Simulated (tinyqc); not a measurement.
Capacitance shares from swing and barrier lowering.

Inverse problem. Below threshold the charge is negligible, so the band edge moves as -(aG Vg + aD Vd), aG = CG/CS, aD = CD/CS (CG, CD the capacitances of the barrier top to gate and drain, CS the total), and I goes as exp((aG Vg + aD Vd)/Vt) once Vd is well above Vt. Find aG, aD, CS and CD.

Parameters, values chosen for the exercise: temperature T = 250 K.

Constants: q = 1.602176634e-19 C, kB = 1.380649e-23 J/K, Vt = kB T/q. Results are converted to the units shown.

swing = 64.422543 mV/decade
DIBL = 105.19481 mV/V
CG = 3.3803139 pF/cm

Answer. The swing is Vt ln 10/aG and the DIBL, -dVg/dVd at fixed current, is aD/aG.

aG = 0.7700
aD = 0.08100
CS = 4.390 pF/cm
CD = 0.3556 pF/cm

tinyqc, about 0.03 s, one thread, Intel Xeon 2.30GHz (shared host): `OMP_NUM_THREADS=1 python tinyqc.py 2400076 2400077 out.jsonl`
